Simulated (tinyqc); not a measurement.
# Worked calculation: bias-temperature instability, empirical power law with universal recovery

tinyqc, about 0.01 s, one thread, Intel Xeon 2.30GHz (shared host): `OMP_NUM_THREADS=1 python tinyqc.py 2070041 2070042 out.jsonl` Printed values are rounded.

Threshold-voltage shift at the end of a stress: dV = A (V/V0)^g exp[-(Ea q/kB)(1/T - 1/T0)] (t/1 s)^n. After a delay tr the permanent share pp stays and the rest falls by r = 1/(1 + B (tr/t)^be). An empirical model: its parameters are fits, not properties.

Inputs (values chosen for the exercise):
- V0 = 1.8 V (reference stress voltage)
- T0 = 373 K (reference temperature)
- A = 7.2 mV (shift after 1 s at V0 and T0)
- n = 0.18 (time exponent)
- g = 4.6 (voltage exponent)
- Ea = 0.06 eV (apparent activation energy of the shift)
- pp = 0.27 (permanent share)
- B = 1 (recovery scale)
- be = 0.16 (recovery dispersion)
- V = 0.75 V (use voltage)
- T = 378 K (use temperature)
- dc = 50 mV (failure criterion)
- tr = 0.001 s (delay before the measurement)

Constants: q = 1.602176634e-19 C, kB = 1.380649e-23 J/K. Results are converted to the units shown.

## Shift and lifetime at use conditions

The lifetime solves dV = dc; ten years are 3.15576e8 s.

voltage factor = 0.01782495
temperature factor = 1.024999
shift after ten years = 4.455771 mV
lifetime = 6.817e6 years
largest voltage for ten years = 1.268622 V

The device passes: the shift at ten years is below dc. A lifetime beyond 100 years is a far extrapolation of the power law. In time the voltage exponent is g/n = 25.6 and the activation energy Ea/n = 0.333 eV.

## What a delayed measurement sees

t, point 0 to 2 (s): 10  100  1000

At V0 and T0, measured shift = dV [pp + (1 - pp) r]; the apparent exponent is the slope of ln(shift) against ln t between the first and last point.

```
point   dV (mV)  share left  measured (mV)
0      10.89764   0.8639369       9.414874
1      16.49425   0.9001310       14.84698
2      24.96505   0.9278664       23.16423
```

apparent n = 0.1955017

The delay hides 7.21 % of the last shift and raises the exponent from 0.18 to 0.196, since short stresses recover by a larger share.
